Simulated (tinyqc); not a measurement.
Inside a calculation. Method: coupled-perturbed Hartree-Fock on RHF in the 6-31g basis, for H3-, spin multiplicity 1. The basis has no diffuse functions, so it cannot describe the extra electron: this is an exercise in the method, not the real anion. Computed by tinyqc, a small Python program that keeps every step (integrals from PySCF). Settings: charge = -1, multiplicity = 1, basis = 6-31g, method = RHF, energy threshold = 1e-10, iteration cap = 89, orthogonalisation = symmetric, start = core, DIIS depth = 6. Command: `OMP_NUM_THREADS=1 python tinyqc.py 28681 28682 out.jsonl` (the two numbers bound the seeds that draw the settings). One thread of a shared host (Intel(R) Xeon(R) Processor @ 2.60GHz), about 0.1 s of CPU time with the checks. The early iterations of the SCF are left out here.

## One-electron integrals

Geometry (angstrom):
```
atom,x,y,z
H,0.000000,0.000000,0.000000
H,0.000000,0.000000,1.213000
H,0.000000,1.108000,-0.494000
```

Basis 6-31g: exponents (1/bohr^2) and contraction coefficients of normalised primitives:
```
element,l (shell),exponent,coefficient
H,s (1),18.731137,0.033495
H,s (1),2.825394,0.234727
H,s (1),0.640122,0.813757
H,s (2),0.161278,1.000000
```

Overlap, kinetic and nuclear-attraction integrals over the contracted functions; the nuclear repulsion is the sum of Za Zb / Rab.

nuclear repulsion = 1.13248967 hartree

overlap S, lower triangle:
```
,1H 1s,1H 2s,2H 1s,2H 2s,3H 1s,3H 2s
1H 1s,1.000000
1H 2s,0.658292,1.000000
2H 1s,0.140519,0.330091,1.000000
2H 2s,0.330091,0.654617,0.658292,1.000000
3H 1s,0.140462,0.330040,0.005941,0.094659,1.000000
3H 2s,0.330040,0.654554,0.094659,0.303426,0.658292,1.000000
```

kinetic energy T (hartree), lower triangle:
```
,1H 1s,1H 2s,2H 1s,2H 2s,3H 1s,3H 2s
1H 1s,1.395678
1H 2s,0.259735,0.241917
2H 1s,-0.037682,0.070035,1.395678
2H 2s,0.070035,0.113630,0.259735,0.241917
3H 1s,-0.037702,0.070010,-0.012820,-0.010870,1.395678
3H 2s,0.070010,0.113609,-0.010870,0.015042,0.259735,0.241917
```

nuclear attraction V (hartree), lower triangle:
```
,1H 1s,1H 2s,2H 1s,2H 2s,3H 1s,3H 2s
1H 1s,-2.525550
1H 2s,-1.314756,-1.456086
2H 1s,-0.289001,-0.619396,-2.349444
2H 2s,-0.656919,-0.952063,-1.199724,-1.307991
3H 1s,-0.288865,-0.619280,-0.010761,-0.174429,-2.349395
3H 2s,-0.656807,-0.951962,-0.174435,-0.443203,-1.199693,-1.307959
```

core Hamiltonian H = T + V (hartree), lower triangle:
```
,1H 1s,1H 2s,2H 1s,2H 2s,3H 1s,3H 2s
1H 1s,-1.129872
1H 2s,-1.055021,-1.214169
2H 1s,-0.326683,-0.549362,-0.953766
2H 2s,-0.586884,-0.838433,-0.939989,-1.066075
3H 1s,-0.326567,-0.549270,-0.023582,-0.185299,-0.953717
3H 2s,-0.586797,-0.838352,-0.185304,-0.428161,-0.939958,-1.066042
```

## Two-electron integrals

Functions are numbered as in S; the eight-fold symmetry (ij|kl) = (ji|kl) = (kl|ij) leaves the list below.

Two-electron integrals (ij|kl) in chemists' order, unique and non-zero (hartree):
```
i,j,k,l,(ij|kl)
1,1,1,1,1.076566
2,1,1,1,0.578470
2,1,2,1,0.329423
2,2,1,1,0.587396
2,2,2,1,0.361304
2,2,2,2,0.453150
3,1,1,1,0.104231
3,1,2,1,0.062006
3,1,2,2,0.072498
3,1,3,1,0.018018
3,2,1,1,0.168084
3,2,2,1,0.106623
3,2,2,2,0.141203
3,2,3,1,0.034735
3,2,3,2,0.081816
3,3,1,1,0.434143
3,3,2,1,0.282570
3,3,2,2,0.396088
3,3,3,1,0.104231
3,3,3,2,0.278820
3,3,3,3,1.076566
4,1,1,1,0.278820
4,1,2,1,0.160229
4,1,2,2,0.178286
4,1,3,1,0.034735
4,1,3,2,0.061628
4,1,3,3,0.168084
4,1,4,1,0.081816
4,2,1,1,0.343259
4,2,2,1,0.214054
4,2,2,2,0.276959
4,2,3,1,0.052796
4,2,3,2,0.113516
4,2,3,3,0.343259
4,2,4,1,0.113516
4,2,4,2,0.194185
4,3,1,1,0.282570
4,3,2,1,0.182699
4,3,2,2,0.254009
4,3,3,1,0.062006
4,3,3,2,0.160229
4,3,3,3,0.578470
4,3,4,1,0.106623
4,3,4,2,0.214054
4,3,4,3,0.329423
4,4,1,1,0.396088
4,4,2,1,0.254009
4,4,2,2,0.352072
4,4,3,1,0.072498
4,4,3,2,0.178286
4,4,3,3,0.587396
4,4,4,1,0.141203
4,4,4,2,0.276959
4,4,4,3,0.361304
4,4,4,4,0.453150
5,1,1,1,0.104182
5,1,2,1,0.061978
5,1,2,2,0.072467
5,1,3,1,0.010135
5,1,3,2,0.018013
5,1,3,3,0.047653
5,1,4,1,0.028684
5,1,4,2,0.039932
5,1,4,3,0.031294
5,1,4,4,0.046042
5,1,5,1,0.018003
5,2,1,1,0.168043
5,2,2,1,0.106598
5,2,2,2,0.141174
5,2,3,1,0.018017
5,2,3,2,0.034683
5,2,3,3,0.094429
5,2,4,1,0.049594
5,2,4,2,0.077701
5,2,4,3,0.062089
5,2,4,4,0.092827
5,2,5,1,0.034714
5,2,5,2,0.081791
5,3,1,1,0.004114
5,3,2,1,0.002495
5,3,2,2,0.002994
5,3,3,1,0.000587
5,3,3,2,0.001104
5,3,3,3,0.003040
5,3,4,1,0.001318
5,3,4,2,0.001998
5,3,4,3,0.001938
5,3,4,4,0.002574
5,3,5,1,0.000586
5,3,5,2,0.001104
5,3,5,3,0.000032
5,4,1,1,0.050870
5,4,2,1,0.032022
5,4,2,2,0.041692
5,4,3,1,0.005795
5,4,3,2,0.011165
5,4,3,3,0.030374
5,4,4,1,0.015352
5,4,4,2,0.024125
5,4,4,3,0.019926
5,4,4,4,0.029356
5,4,5,1,0.009996
5,4,5,2,0.022665
5,4,5,3,0.000362
5,4,5,4,0.006611
5,5,1,1,0.434097
5,5,2,1,0.282541
5,5,2,2,0.396059
5,5,3,1,0.047670
5,5,3,2,0.094442
5,5,3,3,0.260027
5,5,4,1,0.131028
5,5,4,2,0.215104
5,5,4,3,0.171161
5,5,4,4,0.258772
5,5,5,1,0.104182
5,5,5,2,0.278774
5,5,5,3,0.003040
5,5,5,4,0.074568
5,5,5,5,1.076566
6,1,1,1,0.278774
6,1,2,1,0.160203
6,1,2,2,0.178257
6,1,3,1,0.028693
6,1,3,2,0.049597
6,1,3,3,0.131018
6,1,4,1,0.076537
6,1,4,2,0.102900
6,1,4,3,0.085215
6,1,4,4,0.120741
6,1,5,1,0.034714
6,1,5,2,0.061606
6,1,5,3,0.001318
6,1,5,4,0.018302
6,1,5,5,0.168043
6,1,6,1,0.081791
6,2,1,1,0.343218
6,2,2,1,0.214029
6,2,2,2,0.276928
6,2,3,1,0.039944
6,2,3,2,0.077708
6,2,3,3,0.215093
6,2,4,1,0.102904
6,2,4,2,0.161600
6,2,4,3,0.139743
6,2,4,4,0.201018
6,2,5,1,0.052769
6,2,5,2,0.113487
6,2,5,3,0.001998
6,2,5,4,0.032634
6,2,5,5,0.343218
6,2,6,1,0.113487
6,2,6,2,0.194148
6,3,1,1,0.050874
6,3,2,1,0.032024
6,3,2,2,0.041694
6,3,3,1,0.010001
6,3,3,2,0.022668
6,3,3,3,0.074568
6,3,4,1,0.018306
6,3,4,2,0.032637
6,3,4,3,0.043522
6,3,4,4,0.049660
6,3,5,1,0.005793
6,3,5,2,0.011164
6,3,5,3,0.000362
6,3,5,4,0.003643
6,3,5,5,0.030374
6,3,6,1,0.015350
6,3,6,2,0.024124
6,3,6,3,0.006611
6,4,1,1,0.155974
6,4,2,1,0.097486
6,4,2,2,0.126803
6,4,3,1,0.021952
6,4,3,2,0.045649
6,4,3,3,0.132960
6,4,4,1,0.050185
6,4,4,2,0.084035
6,4,4,3,0.084502
6,4,4,4,0.114435
6,4,5,1,0.021943
6,4,5,2,0.045643
6,4,5,3,0.001031
6,4,5,4,0.014057
6,4,5,5,0.132960
6,4,6,1,0.050178
6,4,6,2,0.084028
6,4,6,3,0.014057
6,4,6,4,0.041720
6,5,1,1,0.282541
6,5,2,1,0.182682
6,5,2,2,0.253992
6,5,3,1,0.031305
6,5,3,2,0.062097
6,5,3,3,0.171161
6,5,4,1,0.085221
6,5,4,2,0.139750
6,5,4,3,0.112632
6,5,4,4,0.169729
6,5,5,1,0.061978
6,5,5,2,0.160203
6,5,5,3,0.001938
6,5,5,4,0.043522
6,5,5,5,0.578470
6,5,6,1,0.106598
6,5,6,2,0.214029
6,5,6,3,0.019926
6,5,6,4,0.084502
6,5,6,5,0.329423
6,6,1,1,0.396059
6,6,2,1,0.253992
6,6,2,2,0.352055
6,6,3,1,0.046059
6,6,3,2,0.092840
6,6,3,3,0.258772
6,6,4,1,0.120752
6,6,4,2,0.201030
6,6,4,3,0.169729
6,6,4,4,0.252501
6,6,5,1,0.072467
6,6,5,2,0.178257
6,6,5,3,0.002574
6,6,5,4,0.049660
6,6,5,5,0.587396
6,6,6,1,0.141174
6,6,6,2,0.276928
6,6,6,3,0.029356
6,6,6,4,0.114435
6,6,6,5,0.361304
6,6,6,6,0.453150
```

## Orthogonalisation

S = U s U^T; symmetric (Loewdin) form X = U s^(-1/2) U^T, so that X^T S X = 1.

eigenvalues of S: 0.128819  0.262387  0.390231  0.889250  1.428246  2.901067

X, lower triangle:
```
,1H 1s,1H 2s,2H 1s,2H 2s,3H 1s,3H 2s
1H 1s,1.267369
1H 2s,-0.556818,1.935940
2H 1s,0.011180,-0.006331,1.255738
2H 2s,0.037130,-0.579231,-0.497564,1.554405
3H 1s,0.011201,-0.006329,0.003563,0.041703,1.255738
3H 2s,0.037128,-0.579149,0.041709,0.017567,-0.497565,1.554331
```

## Starting guess

The start is the orbitals of the core Hamiltonian; D = 2 C_occ C_occ^T.

D at the start, lower triangle:
```
,1H 1s,1H 2s,2H 1s,2H 2s,3H 1s,3H 2s
1H 1s,0.376033
1H 2s,0.315474,0.264668
2H 1s,0.179877,0.150865,0.404032
2H 2s,0.084872,0.071155,0.398413,0.421785
3H 1s,0.179818,0.150902,-0.231997,-0.317259,0.404029
3H 2s,0.084853,0.071236,-0.317258,-0.383516,0.398455,0.421853
```

## Iteration 7 (converged): orbitals

converged F (hartree), lower triangle:
```
,1H 1s,1H 2s,2H 1s,2H 2s,3H 1s,3H 2s
1H 1s,0.433509
1H 2s,-0.217891,-0.077470
2H 1s,-0.228318,-0.211035,0.463373
2H 2s,-0.229717,-0.138229,-0.204938,-0.023575
3H 1s,-0.228262,-0.210995,-0.001077,-0.075118,0.463424
3H 2s,-0.229683,-0.138211,-0.075125,-0.086385,-0.204908,-0.023545
```

Diagonalise F' = X^T F X, C = X C', fill 2 alpha and 2 beta electrons from the bottom; D = 2 C_occ C_occ^T. Each column has its largest component positive (the first on a tie).

F' = X^T F X (hartree), lower triangle:
```
,1,2,3,4,5,6
1,0.939673
2,-0.582578,0.566723
3,-0.113263,-0.125216,0.975380
4,-0.099549,-0.153350,-0.616322,0.467328
5,-0.113189,-0.125208,0.053561,0.036910,0.975425
6,-0.099540,-0.153335,0.036914,-0.031272,-0.616334,0.467329
```

orbital energies (hartree): MO1 -0.235138, MO2 0.023558, MO3 0.454314, MO4 1.345380, MO5 1.396883, MO6 1.406861

coefficients C:
```
,MO1,MO2,MO3,MO4,MO5,MO6
1H 1s,0.241263,-0.000003,0.182837,-1.099458,-0.000670,-0.786659
1H 2s,0.329527,0.000029,1.403815,1.126844,0.000608,1.174669
2H 1s,0.166858,-0.212339,-0.077641,-0.534528,0.939833,0.760528
2H 2s,0.247844,-0.654551,-0.901124,0.152521,-0.947244,-0.883320
3H 1s,0.166805,0.212365,-0.077633,-0.533183,-0.940894,0.760166
3H 2s,0.247765,0.654640,-0.900952,0.151148,0.947790,-0.882921
```

D after iteration 7, lower triangle:
```
,1H 1s,1H 2s,2H 1s,2H 2s,3H 1s,3H 2s
1H 1s,0.116416
1H 2s,0.159005,0.217176
2H 1s,0.080515,0.109956,0.145859
2H 2s,0.119596,0.163304,0.360683,0.979728
3H 1s,0.080486,0.109946,-0.034521,-0.195324,0.145846
3H 2s,0.119549,0.163329,-0.195328,-0.734177,0.360703,0.979884
```

## Convergence

Stop when the energy changes by less than 1e-10 hartree and every element of the error matrix X^T (F D S - S D F) X is below 3e-06.

Course of the cycle:
```
iteration,E (hartree),change,largest element of the error matrix
1,-1.32014251,-,2.92e-01
2,-1.50386010,-1.84e-01,3.53e-02
3,-1.50617869,-2.32e-03,2.74e-03
4,-1.50619575,-1.71e-05,1.56e-04
5,-1.50619580,-4.94e-08,7.60e-06
6,-1.50619580,-1.02e-10,1.76e-07
7,-1.50619580,-7.77e-14,6.45e-09
```

PySCF RHF in the same basis = -1.50619580 hartree

Converged in 7 iterations.

## Populations, bond orders and dipole

Mulliken: Z minus the diagonal of D S on the atom; Loewdin: the same with S^(1/2) D S^(1/2); Mayer order: 2 sum_s sum (D(s) S)_ij (D(s) S)_ji over the two atoms.

Charges (e):
```
atom,Mulliken,Loewdin
1H,0.069121,0.083277
2H,-0.534493,-0.541570
3H,-0.534628,-0.541707
```

Mayer bond orders:
```
pair,order
2-1,0.497679
3-1,0.497544
3-2,0.150824
```

dipole moment about the origin, x y z (debye): 0.000000  -2.834683  -1.838637

## Integrals over molecular orbitals

(pq|rs) = sum C_ip C_jq C_kr C_ls (ij|kl), one index at a time.

one-electron integrals over orbitals h = C^T H C (hartree), lower triangle:
```
,1,2,3,4,5,6
1,-1.376932
2,-0.000001,-1.050173
3,-0.078572,-0.000003,-0.838352
4,0.161991,-0.000143,0.066502,-0.181435
5,0.000103,0.205581,0.000018,-0.000032,-0.100762
6,-0.013407,0.000027,0.231711,-0.023753,-0.000003,-0.195964
```

Two-electron integrals over orbitals (pq|rs), unique and non-zero (hartree):
```
p,q,r,s,(pq|rs)
1,1,1,1,0.470460
2,1,1,1,-0.000023
2,1,2,1,0.109699
2,2,1,1,0.390516
2,2,2,1,0.000024
2,2,2,2,0.402397
3,1,1,1,0.053850
3,1,2,1,0.000011
3,1,2,2,-0.024199
3,1,3,1,0.079665
3,2,1,1,0.000017
3,2,2,1,-0.073120
3,2,2,2,-0.000020
3,2,3,1,-4.09e-06
3,2,3,2,0.067139
3,3,1,1,0.385009
3,3,2,1,-0.000008
3,3,2,2,0.334726
3,3,3,1,0.044305
3,3,3,2,0.000009
3,3,3,3,0.355245
4,1,1,1,-0.085668
4,1,2,1,0.000038
4,1,2,2,-0.050750
4,1,3,1,-0.026437
4,1,3,2,-0.000022
4,1,3,3,-0.053513
4,1,4,1,0.067104
4,2,1,1,0.000064
4,2,2,1,-0.025176
4,2,2,2,0.000053
4,2,3,1,-0.000008
4,2,3,2,0.016823
4,2,3,3,0.000032
4,2,4,1,-0.000051
4,2,4,2,0.021819
4,3,1,1,-0.035647
4,3,2,1,-0.000009
4,3,2,2,-0.002411
4,3,3,1,-0.021324
4,3,3,2,-6.01e-07
4,3,3,3,-0.019527
4,3,4,1,0.034750
4,3,4,2,0.000017
4,3,4,3,0.043209
4,4,1,1,0.456205
4,4,2,1,-0.000124
4,4,2,2,0.351664
4,4,3,1,0.085905
4,4,3,2,0.000086
4,4,3,3,0.385612
4,4,4,1,-0.101194
4,4,4,2,0.000087
4,4,4,3,-0.050256
4,4,4,4,0.493698
5,1,1,1,-0.000044
5,1,2,1,-0.046354
5,1,2,2,-0.000047
5,1,3,1,-0.000017
5,1,3,2,0.028273
5,1,3,3,-0.000032
5,1,4,1,0.000006
5,1,4,2,0.029850
5,1,4,3,0.000036
5,1,4,4,4.31e-06
5,1,5,1,0.045673
5,2,1,1,-0.082183
5,2,2,1,-0.000034
5,2,2,2,-0.087570
5,2,3,1,0.014007
5,2,3,2,0.000023
5,2,3,3,-0.042938
5,2,4,1,0.039271
5,2,4,2,-0.000028
5,2,4,3,-0.008529
5,2,4,4,-0.066324
5,2,5,1,0.000065
5,2,5,2,0.078860
5,3,1,1,-0.000017
5,3,2,1,0.018866
5,3,2,2,0.000011
5,3,3,1,-0.000012
5,3,3,2,-0.003988
5,3,3,3,-0.000006
5,3,4,1,0.000038
5,3,4,2,-0.016465
5,3,4,3,0.000012
5,3,4,4,-0.000054
5,3,5,1,-0.025232
5,3,5,2,-0.000033
5,3,5,3,0.021858
5,4,1,1,0.000020
5,4,2,1,0.084070
5,4,2,2,-0.000015
5,4,3,1,0.000076
5,4,3,2,-0.056479
5,4,3,3,0.000028
5,4,4,1,0.000015
5,4,4,2,-0.026453
5,4,4,3,-0.000047
5,4,4,4,-0.000033
5,4,5,1,-0.045892
5,4,5,2,-2.95e-06
5,4,5,3,0.022342
5,4,5,4,0.077137
5,5,1,1,0.396339
5,5,2,1,0.000167
5,5,2,2,0.414750
5,5,3,1,-0.030774
5,5,3,2,-0.000119
5,5,3,3,0.331377
5,5,4,1,-0.065697
5,5,4,2,0.000027
5,5,4,3,0.007609
5,5,4,4,0.362698
5,5,5,1,-0.000144
5,5,5,2,-0.124804
5,5,5,3,0.000062
5,5,5,4,0.000095
5,5,5,5,0.470317
6,1,1,1,-0.009747
6,1,2,1,-0.000017
6,1,2,2,0.044060
6,1,3,1,-0.047570
6,1,3,2,0.000008
6,1,3,3,-0.013330
6,1,4,1,0.017869
6,1,4,2,0.000037
6,1,4,3,0.041412
6,1,4,4,-0.039738
6,1,5,1,0.000020
6,1,5,2,-0.043637
6,1,5,3,0.000021
6,1,5,4,-0.000080
6,1,5,5,0.069722
6,1,6,1,0.066435
6,2,1,1,-0.000024
6,2,2,1,0.064967
6,2,2,2,4.19e-06
6,2,3,1,0.000007
6,2,3,2,-0.038230
6,2,3,3,-0.000009
6,2,4,1,0.000047
6,2,4,2,-0.032558
6,2,4,3,-0.000022
6,2,4,4,-0.000098
6,2,5,1,-0.052575
6,2,5,2,-0.000033
6,2,5,3,0.032063
6,2,5,4,0.062138
6,2,5,5,0.000112
6,2,6,1,-0.000021
6,2,6,2,0.066741
6,3,1,1,-0.098066
6,3,2,1,0.000007
6,3,2,2,-0.060690
6,3,3,1,-0.028712
6,3,3,2,-3.05e-06
6,3,3,3,-0.060024
6,3,4,1,0.056176
6,3,4,2,-0.000035
6,3,4,3,0.024779
6,3,4,4,-0.108026
6,3,5,1,0.000029
6,3,5,2,0.044183
6,3,5,3,0.000015
6,3,5,4,-0.000014
6,3,5,5,-0.074678
6,3,6,1,0.009003
6,3,6,2,0.000014
6,3,6,3,0.057418
6,4,1,1,0.046169
6,4,2,1,0.000105
6,4,2,2,-0.041637
6,4,3,1,0.086664
6,4,3,2,-0.000071
6,4,3,3,0.043174
6,4,4,1,-0.038301
6,4,4,2,-0.000062
6,4,4,3,-0.047203
6,4,4,4,0.100485
6,4,5,1,-0.000082
6,4,5,2,0.039366
6,4,5,3,-3.49e-06
6,4,5,4,0.000196
6,4,5,5,-0.070827
6,4,6,1,-0.081486
6,4,6,2,0.000084
6,4,6,3,-0.030652
6,4,6,4,0.130024
6,5,1,1,0.000053
6,5,2,1,-0.126498
6,5,2,2,-0.000058
6,5,3,1,0.000043
6,5,3,2,0.091503
6,5,3,3,0.000035
6,5,4,1,-0.000084
6,5,4,2,0.048032
6,5,4,3,-0.000009
6,5,4,4,0.000230
6,5,5,1,0.077652
6,5,5,2,0.000087
6,5,5,3,-0.033707
6,5,5,4,-0.116258
6,5,5,5,-0.000285
6,5,6,1,-0.000025
6,5,6,2,-0.097964
6,5,6,3,-0.000028
6,5,6,4,-0.000071
6,5,6,5,0.185754
6,6,1,1,0.458903
6,6,2,1,-0.000052
6,6,2,2,0.409098
6,6,3,1,0.029653
6,6,3,2,0.000036
6,6,3,3,0.379272
6,6,4,1,-0.110319
6,6,4,2,0.000099
6,6,4,3,-0.034079
6,6,4,4,0.461483
6,6,5,1,-0.000041
6,6,5,2,-0.116326
6,6,5,3,-0.000023
6,6,5,4,-0.000036
6,6,5,5,0.450376
6,6,6,1,0.013266
6,6,6,2,-0.000053
6,6,6,3,-0.112450
6,6,6,4,0.019828
6,6,6,5,0.000083
6,6,6,6,0.503330
```

## Response to a field: uncoupled start

dipole integrals <a|z|i> (bohr):
```
,i1,i2
a3,-0.501276,1.235683
a4,-0.063129,-0.144207
a5,-0.073080,-0.000117
a6,-0.038277,-0.072588
```

Field along z; U_ai = -mu_ai / (e_a - e_i), alpha = -4 sum U_ai mu_ai.

uncoupled U:
```
,i1,i2
a3,0.727064,-2.868638
a4,0.039942,0.109097
a5,0.044779,0.000085
a6,0.023311,0.052474
```

uncoupled polarisability = 15.741652 bohr^3

## Coupled step 1

U_ai = -(mu_ai + sum_bj [4 (ai|bj) - (ab|ij) - (aj|bi)] U_bj) / (e_a - e_i); alpha = -4 sum U_ai mu_ai.

U after step 1:
```
,i1,i2
a3,0.885065,-3.771554
a4,0.066232,0.249837
a5,0.194466,-0.005816
a6,0.046619,-0.045873
```

polarisability = 20.627920 bohr^3

## Coupled step 2

As before.

U after step 2:
```
,i1,i2
a3,0.921781,-4.108461
a4,0.074855,0.312709
a5,0.260554,-0.008468
a6,0.054507,-0.085925
```

polarisability = 22.414121 bohr^3

## Coupled polarisability

Repeat until U stops changing; compare with -d2E/dF2.

Course of the coupled iterations:
```
step,alpha (bohr^3)
0,15.741652
1,20.627920
2,22.414121
3,23.090148
4,23.348646
5,23.447955
6,23.486211
7,23.500972
8,23.506674
9,23.508878
10,23.509730
11,23.510060
12,23.510187
13,23.510237
14,23.510256
15,23.510263
16,23.510266
17,23.510267
18,23.510267
19,23.510268
20,23.510268
21,23.510268
```

coupled polarisability = 23.510268 bohr^3

finite-field check, fields of +/-0.001 au = 23.509956 bohr^3
